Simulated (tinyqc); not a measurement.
What each parameter does: two-node Weyl semimetal on a cubic lattice and its slab.

H = d.s with dx = t sin kx, dy = t sin ky, dz = m (2 - cos kx - cos ky) + M(kz), M = tz (cos k0 - cos kz), k in 1/a. Nodes at (0, 0, +/-k0). Berry curvature of the lower band along z: Omega = d.(dd/dkx x dd/dky)/(2|d|^3), in the sense curl of i<u|grad u>.

Parameters, chosen for this exercise: t = 0.48 eV (hopping in sx and sy); m = 1.27 eV (mass term); tz = 0.82 eV (hopping along z); k0 = 1.23 1/a (position of the nodes); k = (-0.06, -0.42, 2.41) 1/a (wave vector).

|E| and Omega at k, the velocity tz sin(k0) and k0/pi.

Results for these values:
```
case  |E| (eV)  Omega (a^2)  vz (eV a)  |sigma_xy| (e^2/(h a))
base    1.0163       0.0761     0.7728                  0.3915
```

What happens to each result for m = 1.143 eV, all else kept?

Answer: |E| falls from 1.0163 to 1.0053; Omega rises from 0.0761 to 0.0799; vz does not change at the printed digits; |sigma_xy| does not change at the printed digits.

The same for each parameter in turn:
```
case            |E| (eV)  Omega (a^2)  vz (eV a)  |sigma_xy| (e^2/(h a))
base              1.0163       0.0761     0.7728                  0.3915
t = 0.528 eV      1.0204       0.0910     0.7728                  0.3915
m = 1.143 eV      1.0053       0.0799     0.7728                  0.3915
tz = 0.902 eV     1.1032       0.0664     0.8501                  0.3915
k0 = 1.107 1/a    1.1075       0.0660     0.7334                  0.3524
```

The Hall conductivity depends on the separation of the nodes alone, with EF at the nodes and no further nodes.

tinyqc: `OMP_NUM_THREADS=1 python tinyqc.py 1451804 1451805 out.jsonl`; about 0.2 s, one thread, shared Intel(R) Xeon(R) Processor @ 2.30GHz.
